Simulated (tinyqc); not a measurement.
Inside a calculation. Method: MP2 on RHF in the 6-31g basis, for H2, spin multiplicity 1. One step of it, computed by the program tinyqc.

Task: Orthogonalisation. S = U s U^T; symmetric (Loewdin) form X = U s^(-1/2) U^T, so that X^T S X = 1.

overlap S, order 1H 1s, 1H 2s, 2H 1s, 2H 2s:
```
[[1.000000, 0.658292, 0.526407, 0.535536],
 [0.658292, 1.000000, 0.535536, 0.881103],
 [0.526407, 0.535536, 1.000000, 0.658292],
 [0.535536, 0.881103, 0.658292, 1.000000]]
```

Give: eigenvalues of S; X.

Result:

eigenvalues of S: [0.081, 0.497, 0.512, 2.911]

X, order 1H 1s, 1H 2s, 2H 1s, 2H 2s:
```
[[1.325, -0.508, -0.261, 0.097],
 [-0.508, 2.138, 0.097, -1.197],
 [-0.261, 0.097, 1.325, -0.508],
 [0.097, -1.197, -0.508, 2.138]]
```
